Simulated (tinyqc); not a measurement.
Three surfaces against bond counting: Gupta-type many-body potential for a metal. Computed by tinyqc, a small Python program. Command: `OMP_NUM_THREADS=1 python tinyqc.py 3000927 3000928 out.jsonl gupta walk`. One thread of a shared host (Intel(R) Xeon(R) Processor @ 2.30GHz), about 0.01 s of CPU time with the checks.

E_i = sum_j A exp(-p (r_ij/r0 - 1)) - xi rho_i^gamma, with rho_i = sum_j exp(-2 q (r_ij/r0 - 1)); gamma = 1/2 is the tight-binding second-moment form. The crystal is fcc unless stated; d is the neighbour distance and a fixed number of shells is kept.

Inputs (values chosen for the exercise, modelled on nickel): repulsion A = 0.0372 eV; hopping xi = 1.1 eV; decay p = 16.8; decay q = 1.19; reference distance r0 = 2.491 angstrom; shells kept = 1; embedding exponent gamma = 0.5.

Constants: 1 eV/angstrom^3 = 160.2176634 GPa; 1 eV/angstrom^2 = 16.02176634 J/m^2.

Method:
- fcc shells: d sqrt(k), k = 1..5, with 12, 6, 24, 12, 24 atoms; Omega = d^3/sqrt2.
- Equilibrium: dE/dd = 0; B = d^2 E''(d)/(9 Omega).
- Cut the crystal without relaxation; an atom in layer l keeps the neighbours that lie below the surface plane. Excess = E_i + E_c. Surface energy = sum of excesses over the layers, divided by the area per surface atom: (sqrt3/2) d^2 for (111), d^2 for (100), sqrt2 d^2 for (110).
- Bond counting with pair bonds charges E_c/12 for each missing nearest neighbour: 3, 4 and 6 per surface cell.

neighbour distance d = 2.57129 angstrom

cohesive energy E_c = 3.40737 eV

Surfaces:
```
face   missing bonds  excess (eV)  bond counting (eV)    ratio  surface energy (J/m^2)
(111)              3      0.42636              0.8518  0.50052                  1.1930
(100)              4      0.58635              1.1358  0.51624                  1.4209
(110)              6      0.89256              1.7037  0.52390                  1.5294
```

What does the comparison show, and why?

The order of surface energies is (111) < (100) < (110), with (110)/(111) = 1.282 against 1.225 from counting first-neighbour bonds. The excess is 0.50 to 0.52 of the bond-counting value: atoms with fewer neighbours have stronger bonds. Caution: relaxation, left out here, lowers surface energies. Caution: fitted second-moment potentials usually give surface energies well below measured ones.
